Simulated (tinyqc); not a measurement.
# Worked calculation: MOS inversion layer, Poisson-Schroedinger loop

Numbers from tinyqc (`OMP_NUM_THREADS=1 python tinyqc.py 2160164 2160165 out.jsonl`; about 1 s on one thread of a shared Intel Xeon 2.30GHz). Printed values are rounded.

Electrons confined at an insulator interface at z = 0, treated as a hard wall; parabolic valleys, Hartree approximation, no image or exchange terms. The depletion charge lies far deeper than the electrons and gives a uniform field q Nd/(eps0 eps_r); the gate balances all charge. Energies are counted from the band edge at the interface.

Inputs (values chosen for the exercise); masses and permittivity close to those of silicon (110):
- T = 300 K (temperature)
- eps_r = 11.8 (relative permittivity)
- mz1 = 0.315 m0 (mass along z of valley set A (4 valley(s)))
- md1 = 0.32 m0 (in-plane density-of-states mass of set A)
- mz2 = 0.188 m0 (mass along z of valley set B (2 valley(s)))
- md2 = 0.412 m0 (in-plane density-of-states mass of set B)
- Ns = 7e12 cm^-2 (sheet density of electrons)
- Nd = 7.2e11 cm^-2 (sheet density of depletion charge)
- dE = 0 eV (extra shift of set B (strain))
- hz = 0.77 nm (mesh step)
- a = 0.5 (mixing factor)

Constants: q = 1.602176634e-19 C, kB = 1.380649e-23 J/K, hbar = 1.054571817e-34 J s, m0 = 9.1093837015e-31 kg, Vt = kB T/q, eps0 = 8.8541878128e-14 F/cm where lengths are in cm, hbar^2/(2 m0) = 0.0380998212 eV nm^2. Results are converted to the units shown.

## Fixed part of the potential

z, node 1 to 18 (nm): 0.77  1.54  2.31  3.08  3.85  4.62  5.39  6.16  6.93  7.7  8.47  9.24  10.01  10.78  11.55  12.32  13.09  13.86

V0 = q Nd z/(eps0 eps_r) in eV.

fixed potential V0, node 1 to 18 (eV): 0.0085016  0.0170033  0.0255049  0.0340066  0.0425082  0.0510099  0.0595115  0.0680131  0.0765148  0.0850164  0.0935181  0.1020197  0.1105214  0.1190230  0.1275246  0.1360263  0.1445279  0.1530296

## Round 1: levels and probability densities

self-consistent potential U at the start, node 1 to 18 (eV): 0  0  0  0  0  0  0  0  0  0  0  0  0  0  0  0  0  0

Tridiagonal Hamiltonian with psi = 0 one step beyond both ends: H_ii = C (1/m_(i-1/2) + 1/m_(i+1/2))/hz^2 + V0_i + U_i (+ dE for the set B), H_(i,i+1) = -C/(m_(i+1/2) hz^2), C = hbar^2/(2 m0). The lowest 2 level(s) of each valley set are kept, normalised to hz sum |psi|^2 = 1. The mass is the same on all intervals.

levels (eV): A1 0.0570647, A2 0.0994334, B1 0.0678748, B2 0.1189568

```
node  |psi|^2 of A1 (1/nm)  |psi|^2 of A2 (1/nm)  |psi|^2 of B1 (1/nm)  |psi|^2 of B2 (1/nm)
1                0.0515764             0.0498219             0.0312422             0.0319158
2                0.1601166             0.1203555             0.1042039             0.0897419
3                0.2446360             0.1092019             0.1770851             0.1096502
4                0.2627077             0.0377274             0.2177716             0.0740745
5                0.2233129             0.0000183             0.2174040             0.0211866
6                0.1590815             0.0406438             0.1859931             0.0001852
7                0.0981584             0.1232505             0.1406201             0.0289234
8                0.0535980             0.1864816             0.0958165             0.0881800
9                0.0262918             0.1989948             0.0596417             0.1440778
10               0.0117164             0.1682848             0.0342486             0.1722822
11               0.0047842             0.1192812             0.0182769             0.1675652
12               0.0018023             0.0731715             0.0091131             0.1392488
13               0.0006298             0.0396261             0.0042601             0.1014315
14               0.0002048             0.0191665             0.0018679             0.0655084
15               0.0000620             0.0083025             0.0007638             0.0374262
16               0.0000173             0.0031742             0.0002849             0.0184471
17               0.0000042             0.0010028             0.0000899             0.0072190
18               0.0000007             0.0001959             0.0000178             0.0016375
```

## Round 1: Fermi level and occupations

Level k holds N_k = D_k Vt ln(1 + exp((EF - E_k)/Vt)) with D = 4 md1 m0 q/(pi hbar^2) for the set A, D = 2 md2 m0 q/(pi hbar^2) for the set B per eV (spin included); EF is fixed by sum N_k = Ns.

EF = 0.02918154 eV
N_k (cm^-2): A1 4.046411e12, A2 8.840176e11, B1 1.797610e12, B2 2.719615e11

## Round 1: density, output potential and mixing

n_i = sum_k N_k |psi_k|^2 (converted to cm^-3). Hartree part by Gauss: on the interval before node i the electrons still beyond are S_i = Ns - hz sum_(j<i) n_j, and U_i = U_(i-1) + q S_i hz/(eps0 eps_r) in eV, U_0 = 0 at the interface. Mixing: U(new) = U + a (U(out) - U).

```
node  n (1e19 cm^-3)  U(out) (eV)  U after round 1 (eV)
1           0.317584    0.0826549             0.0413274
2           0.966019    0.1624222             0.0812111
3           1.434585    0.2334066             0.1167033
4           1.507989    0.2913476             0.1456738
5           1.300202    0.3355779             0.1677889
6           1.014033    0.3679867             0.1839934
7           0.766791    0.3911760             0.1955880
8           0.577955    0.4073935             0.2036968
9           0.428699    0.4183563             0.2091781
10          0.304596    0.4254213             0.2127106
11          0.203232    0.4297169             0.2148584
12          0.126230    0.4321647             0.2160823
13          0.072822    0.4334648             0.2167324
14          0.038946    0.4341029             0.2170514
15          0.019142    0.4343868             0.2171934
16          0.008405    0.4344967             0.2172483
17          0.003029    0.4345302             0.2172651
18          0.000653    0.4345361             0.2172681
```

## Course of the self-consistent loop

Start from U = 0. Stop when the largest |U(out) - U| is below 1e-7 eV, or after 120 rounds.

Course of the iteration:
```
round  level A1 (eV)     EF (eV)  largest |U(out) - U| (eV)
1         0.05706468  0.02918154                      0.435
2          0.1759392   0.1573704                     0.0791
3          0.2091948   0.1901564                     0.0381
4          0.2253583   0.2061158                     0.0182
5          0.2331991   0.2138973                    8.60e-3
6          0.2369716   0.2176515                    4.07e-3
7          0.2387877   0.2194610                    1.94e-3
8          0.2396661   0.2203367                    9.32e-4
9          0.2400929   0.2207626                    4.56e-4
...              ...         ...                        ...
13         0.2404779   0.2211470                    2.67e-5
14         0.2404901   0.2211591                    1.32e-5
15         0.2404961   0.2211651                    6.52e-6
16         0.2404991   0.2211681                    3.22e-6
17         0.2405006   0.2211696                    1.60e-6
18         0.2405013   0.2211703                    7.90e-7
19         0.2405017   0.2211707                    3.92e-7
20         0.2405018   0.2211708                    1.94e-7
21         0.2405019   0.2211709                    9.64e-8
```

Converged in 21 rounds. Towards the end the residual shrinks by a factor of about 0.50 a round.

## Converged levels, occupations and centroid

converged U, node 1 to 18 (eV): 0.0826548  0.1501463  0.1925667  0.2158373  0.2282571  0.2351106  0.2390472  0.2413396  0.2426549  0.2433854  0.2437750  0.2439737  0.2440701  0.2441140  0.2441325  0.2441394  0.2441414  0.2441418

Solve for the levels with V0 + U, find EF, n_i = sum_k N_k |psi_k|^2 (in cm^-3); share of each level N_k/Ns; centroid sum n z/sum n.

levels (eV): A1 0.2405019, A2 0.3208254, B1 0.2694249, B2 0.3452293
EF = 0.2211709 eV
shares (%): A1 76.53803, A2 4.13832, B1 18.28050, B2 1.04316
n, node 1 to 18 (in units of 1e19 cm^-3): 1.667757  2.757490  2.106217  1.193432  0.612218  0.320828  0.180832  0.107472  0.064312  0.037498  0.021002  0.011253  0.005759  0.002803  0.001280  0.000532  0.000184  0.000039
centroid = 2.274388 nm

An 800-node mesh to 23 nm with 8 levels a set gives A1 = 0.2438 eV, EF = 0.2244 eV and a centroid of 2.363 nm; the levels kept above hold 98.9 % of the electrons there. The coarse centroid is 3.7 % below the fine one.

## Closed-form estimates

Triangular well: E_k = a_k (C F^2/mz)^(1/3), a_1 = 2.338107, a_2 = 4.087949, C = hbar^2/(2 m0), F in eV/nm. Fang-Howard (all electrons in the lowest level of set A): b^3 = 6 (mz1/C) q (Nd + 11 Ns/32)/(eps0 eps_r), centroid 3/b, level C b^2/(4 mz1) + (3/b) q (Nd + 11 Ns/16)/(eps0 eps_r). Use F = q (Nd + Ns)/(eps0 eps_r), the surface field, and F = q (Nd + Ns/2)/(eps0 eps_r).

A1 with the surface field = 0.2787832 eV
A1 with Nd + Ns/2 = 0.1863789 eV
A2 with Nd + Ns/2 = 0.3258650 eV
b = 1.334793 1/nm
Fang-Howard centroid = 2.247539 nm
Fang-Howard level = 0.2445555 eV

Against the self-consistent A1 = 0.2438 eV on a fine mesh, the surface-field estimate is 14 % above it, the half-charge one 24 % below it and Fang-Howard 0.29 % above it. A1 holds 76.3 % of the electrons, and the Fang-Howard centroid is 4.9 % below the full one.
